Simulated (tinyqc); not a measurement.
Undoped gate-all-around wire MOSFET, analytic charge model: two steps of the calculation.

An undoped round wire of radius R under an insulator shell and a surrounding gate; long channel, electrons only, n = ni exp((psi - V)/Vt) with V the quasi-Fermi potential (0 at the source, Vd at the drain), constant mobility, no quantisation. The radial Poisson equation gives n(r) = n(0)/(1 - (1 - b) r^2/R^2)^2 with b = Q0/(Q + Q0). Q is the electron charge per area of the wire surface.

Inputs (values chosen for the exercise); material values close to those of silicon:
- T = 250 K (temperature)
- Eg = 1.11 eV (band gap)
- eps_r = 11.6 (relative permittivity of the semiconductor)
- Nc = 2.09e19 cm^-3 (conduction-band density of states at T)
- Nv = 1.99e19 cm^-3 (valence-band density of states at T)
- eox = 22.1 (relative permittivity of the gate insulator)
- tox = 12 nm (insulator thickness)
- R = 4 nm (wire radius)
- dphi = 0.05 V (gate work function less that of the intrinsic body)
- mu = 540 cm^2/(V s) (channel mobility)
- L = 0.1 um (gate length)
- Vd = 0.05 V (drain voltage)

Constants: q = 1.602176634e-19 C, kB = 1.380649e-23 J/K, Vt = kB T/q, eps0 = 8.8541878128e-14 F/cm where lengths are in cm. Results are converted to the units shown.

Question 1. Constants of the wire. ni = sqrt(Nc Nv) exp(-Eg/(2 Vt)), Eg in volts; Cox = eps0 eox/(R ln(1 + tox/R)); Q0 = 4 eps0 eps_r Vt/R; V0 = dphi + Vt ln[8 eps0 eps_r Vt/(q ni R^2)].

Give: ni; Cox; Q0; V0.

Answer 1.

ni = 1.3219e8 cm^-3
Cox = 3.5288 uF/cm^2
Q0 = 221.27 nC/cm^2
V0 = 0.58167 V

Question 2. Drain current and line charge. Q solves Vg - V0 - V = Q/Cox + Vt ln(Q/Q0) + Vt ln(1 + Q/Q0). I = mu (2 pi R/L)[2 Vt (Qs - Qd) + (Qs^2 - Qd^2)/(2 Cox) + Vt Q0 ln((Qd + Q0)/(Qs + Q0))], with Qs at V = 0 and Qd at V = Vd. Electrons per length at the source: 2 pi R Qs/q; surface over centre density: (1 + Qs/Q0)^2.

Qs = 567.02906 nC/cm^2
Qd = 427.01477 nC/cm^2
Cox = 3.5287879 uF/cm^2
Q0 = 221.26851 nC/cm^2

Wanted: first term; second term; third term; I; electrons per length; surface over centre density.

Answer 2.

first term = 0.81875 uA
second term = 2.6764 uA
third term = -0.12651 uA
I = 3.3687 uA
electrons per length = 0.88948 1/nm
surface over centre density = 12.692

The square-law term makes up 79.5 % of the current.

Computed by the program tinyqc: `OMP_NUM_THREADS=1 python tinyqc.py 2460148 2460149 out.jsonl`, one thread of a shared Intel Xeon 2.30GHz, about 0.03 s for the whole run.
